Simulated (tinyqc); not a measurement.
# Shallow acceptor in the spherical model (Baldereschi-Lipari), strong spin-orbit limit, step by step

A worked calculation. Computed by tinyqc, a small Python program that keeps every step. Command: `OMP_NUM_THREADS=1 python tinyqc.py 3020368 3020369 out.jsonl acceptor walk`. One thread of a shared host (Intel(R) Xeon(R) Processor @ 2.30GHz), about 0.01 s of CPU time with the checks. Intermediate numbers are printed to about 7 digits and carried at full precision; extremes and crossings named in words are read from the listed rows.

The 1S(3/2) state has an s envelope f(r) and a d envelope g(r). In effective units they obey -(f'' + 2f'/r + 2f/r) + mu (g'' + 5g'/r + 3g/r^2) = E f and -(g'' + 2g'/r - 6g/r^2 + 2g/r) + mu (f'' - f'/r) = E g. The cubic term, the split-off band and the central cell are left out.

Inputs (values chosen for the exercise, modelled on GaSb): Luttinger gamma_1 = 13.4; Luttinger gamma_2 = 4.73; Luttinger gamma_3 = 5.89; dielectric constant eps = 15.3; functions per channel n = 1; smallest exponent zeta_1 = 0.84 1/a*; ratio beta of exponents = 2.6.

Constants: Ry = 13.605693123 eV; a_0 = 0.529177210903 angstrom.

## Effective units and couplings

Ry* = Ry/(gamma_1 eps^2), a* = a_0 eps gamma_1, mu = (6 gamma_3 + 4 gamma_2)/(5 gamma_1), delta = (gamma_3 - gamma_2)/gamma_1; spherical masses 1/(gamma_1 (1 - mu)) (heavy) and 1/(gamma_1 (1 + mu)) (light).

Ry* = 4.337435 meV

a* = 108.4919 angstrom

mu = 0.8098507

delta = 0.08656716

heavy-hole mass = 0.3924647 m_0

light-hole mass = 0.04123371 m_0

## Matrices in a small basis

zeta_i = zeta_1 beta^(i-1), i = 1..n, in both channels. Basis: f_i = exp(-zeta_i r), g_i = r exp(-zeta_i r), weight r^2 dr, s = zeta_i + zeta_j. S_ff = 2/s^3, H_ff = zeta_i zeta_j S_ff - 2/s^2; S_gg = 24/s^5, H_gg = 8/s^3 + 24 zeta_i zeta_j/s^5 - 12/s^4; H(f_i, g_j) = mu (6 zeta_i^2/s^4 + 2 zeta_i/s^3); S_fg = 0. Each function is normalised by sqrt(S_ii).

H (Ry*), rows f1, g1:
```
[[-0.9744, 0.8247892],
 [0.8247892, 0.8064]]
```

S, rows f1, g1:
```
[[1, 0],
 [0, 1]]
```

## Lowest level in the small basis

H c = E S c with c^T S c = 1 and the largest component positive; the d weight is the part of the norm in g.

E = -1.297709 Ry*

coefficients: f1 0.9310261, g1 -0.3649527

d weight = 0.1331905

## Converged levels

Large basis: zeta_i = 0.08 x 1.55^(i-1), i = 1..20 in each channel; overlap eigenvalues below 1e-11 are dropped. Binding energies are -E Ry*; the mass that fits is E(1S) eps^2/Ry.

1S(3/2) binding in Ry* = 2.693250

1S(3/2) binding energy = 11.68180 meV

2S(3/2) binding energy = 3.509554 meV

d weight of 1S(3/2) = 0.3064365

Hydrogenic mass that fits = 0.2009888 m_0

The small basis recovers 48.2 % of the binding. The ratio 2S/1S is 0.300 against the hydrogenic 0.25. The fitted mass is 51 % of the heavy-hole mass.

## One mass for the acceptor?

Hydrogenic binding Ry m/eps^2; the density-of-states mass is (m_H^(3/2) + m_L^(3/2))^(2/3); errors are against the large basis.

1S binding energy:
```
mass                     value (m_0)  binding (meV)  error (%)
light hole                 0.0412337        2.39657  -79.48458
1/gamma_1                  0.0746269        4.33744  -62.87014
mean of heavy and light    0.2168492       12.60363    7.89116
heavy hole                 0.3924647       22.81069   95.26690
density of states          0.4013250       23.32567   99.67529
```

The coupled result, 11.68 meV, lies between the 1/gamma_1 value (no coupling) and the heavy-hole value; the closest single rule here is "mean of heavy and light", off by +7.9 %.

## Binding against mu

The formulas are those given above.

1S(3/2):
```
mu    binding (Ry*)   d weight  binding x (1 - mu)
0.10       1.009075  0.0042365           0.9081674
0.24       1.054881  0.0245764           0.8017098
0.49       1.283023  0.1052846           0.6543416
0.50       1.298539  0.1097889           0.6492697
0.80       2.580198  0.2982800           0.5160396
0.81       2.695054  0.3065612           0.5120603
0.90       4.768333  0.3881797           0.4768333
0.95       9.144654  0.4400163           0.4572327
```

The binding grows from 1.009 to 9.14 Ry*, slowly at first (second order in mu), while the d weight rises to 0.44. The last column, the binding in units of the heavy-hole Rydberg, falls to 0.457, towards about 0.44 as mu tends to 1.

Checks made by the program: mu = 0 against hydrogen, 1 and 1/4 (relative difference 4e-06); the coupling element from the adjoint operator (relative difference below 1e-10).
